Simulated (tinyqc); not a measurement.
# Planar ballistic transistor, top-of-the-barrier model: what changes with what

At the top of the source barrier, states moving towards the drain are filled by the source (Fermi level 0) and states moving back by the drain (Fermi level -q Vd); nothing scatters. U is the shift of the band edge there, set by the capacitances CG, CD and CS (the total) and by the charge. Parabolic two-dimensional band; the source is grounded.

Parameters, values chosen for the exercise; mass and valleys close to those of germanium: temperature T = 300 K; effective mass m = 0.117 m0; valley degeneracy gv = 4; relative permittivity of the gate insulator eox = 9; insulator thickness tox = 1.1 nm; gate control CG/CS aG = 0.91; drain control CD/CS aD = 0.028; band edge at the barrier top above the source Fermi level at zero bias E0 = 0.2 eV.

Constants: q = 1.602176634e-19 C, kB = 1.380649e-23 J/K, hbar = 1.054571817e-34 J s, m0 = 9.1093837015e-31 kg, Vt = kB T/q, eps0 = 8.8541878128e-14 F/cm where lengths are in cm. Results are converted to the units shown.

Each table varies one quantity; the others keep the values above.

## Effect of the valley degeneracy

N0 = gv m kB T/(pi hbar^2), CG = eps0 eox/tox, vT = sqrt(2 kB T/(pi m)), CS = CG/aG, n0 = n at U = 0 and Vd = 0. eta1 = -(E0 + U)/Vt, eta2 = eta1 - Vd/Vt, n = (N0/2)[F_0(eta1) + F_0(eta2)], F_0(x) = ln(1 + exp x). U = UL + q (n - n0)/CS with UL = -(aG Vg + aD Vd), energies in eV. I = q (N0/2) vT [F_(1/2)(eta1) - F_(1/2)(eta2)] per width, F_(1/2)(x) = (2/sqrt(pi)) int_0^infinity u^(1/2)/(1 + exp(u - x)) du. CQ = (q/Vt) dn/d(eta1). E0 is held fixed.

In this table Vg = 0.7 V, Vd = 0.7 V.

Result of one run:
```
gv	eta1	n (cm^-2)	I (uA/um)	mean velocity I/(q n) (cm/s)	CQ/CS
3	7.1349	1.3524e13	7017.0	3.2384e7	1.4743
```

What becomes of these results when the valley degeneracy gv is changed from 3 to 4, all else the same?

Result of the changed run:
```
gv	eta1	n (cm^-2)	I (uA/um)	mean velocity I/(q n) (cm/s)	CQ/CS
4	5.9511	1.5045e13	7204.8	2.9889e7	1.9622
```

The whole series:
```
gv	eta1	n (cm^-2)	I (uA/um)	mean velocity I/(q n) (cm/s)	CQ/CS
1	11.840	7.4797e12	4922.2	4.1074e7	0.49182
2	8.9042	1.1251e13	6464.6	3.5863e7	0.98351
3	7.1349	1.3524e13	7017.0	3.2384e7	1.4743
4	5.9511	1.5045e13	7204.8	2.9889e7	1.9622
6	4.4625	1.6958e13	7216.5	2.6560e7	2.9173
```

As gv goes from 1 to 6, n rises from 7.48e12 to 1.70e13 cm^-2, the mean velocity falls from 4.11e7 to 2.66e7 cm/s and the current rises from 4920 to 7220 uA/um. CQ/CS goes from 0.49 to 2.9.

## Effect of the insulator thickness

Same model as above.

CQ = (q/Vt) dn/d(eta1). E0 is held fixed.

In this table Vg = 0.7 V, Vd = 0.7 V.

Effect of the insulator thickness:
```
tox (nm)	eta1	n (cm^-2)	I (uA/um)	mean velocity I/(q n) (cm/s)	CQ/CS
0.5	9.3246	2.3564e13	13836	3.6649e7	0.89414
0.74	7.6019	1.9211e13	10259	3.3331e7	1.3228
1.1	5.9511	1.5045e13	7204.8	2.9889e7	1.9622
1.6	4.5669	1.1567e13	4966.5	2.6800e7	2.8321
2.4	3.3089	8.4525e12	3233.2	2.3875e7	4.1409
3.6	2.2919	6.0349e12	2081.6	2.1529e7	5.8473
5.4	1.4706	4.2389e12	1342.6	1.9769e7	7.8530
8	0.81093	2.9785e12	884.81	1.8542e7	9.9052
```

What does the comparison show?

As tox goes from 0.5 to 8 nm, n falls from 2.36e13 to 2.98e12 cm^-2, the mean velocity falls from 3.66e7 to 1.85e7 cm/s and the current falls from 13800 to 885 uA/um. CQ/CS goes from 0.89 to 9.9. Over the range the current goes as tox^(-0.99) on average. For tox = 0.5 to 0.74 nm the insulator is under 1 nm thick, where gate tunnelling would matter.

## Effect of the effective mass

Same model as above.

CQ = (q/Vt) dn/d(eta1). E0 is held fixed.

In this table Vg = 0.7 V, Vd = 0.7 V.

Effect of the effective mass:
```
m (m0)	eta1	n (cm^-2)	I (uA/um)	mean velocity I/(q n) (cm/s)	CQ/CS
0.02	13.22	5.710e12	9585	1.048e8	0.3363
0.032	11.48	7.937e12	9841	7.739e7	0.5381
0.05	9.596	1.036e13	9435	5.683e7	0.8407
0.08	7.532	1.301e13	8369	4.014e7	1.344
0.13	5.542	1.557e13	6862	2.751e7	2.177
0.2	4.035	1.751e13	5486	1.956e7	3.304
0.32	2.715	1.921e13	4185	1.360e7	5.046
0.5	1.733	2.047e13	3222	9.824e6	7.144
0.8	0.9074	2.154e13	2469	7.154e6	9.584
```

Read the table: what changes, and by how much?

As m goes from 0.02 to 0.8 m0, n rises from 5.71e12 to 2.15e13 cm^-2, the mean velocity falls from 1.05e8 to 7.15e6 cm/s and the current goes from 9590 through a maximum of 9840 (at m = 0.032 m0 among the rows listed) to 2470 uA/um. CQ/CS goes from 0.34 to 9.6. A light mass gives fast carriers but too few states, a heavy one charge but slow carriers, hence the maximum between. At m = 0.02 m0 the source Fermi level lies over 0.3 eV above the band edge, where a light band is no longer parabolic.

Program tinyqc, `OMP_NUM_THREADS=1 python tinyqc.py 2400047 2400048 out.jsonl`; Intel Xeon 2.30GHz, shared host, one thread, about 0.03 s.
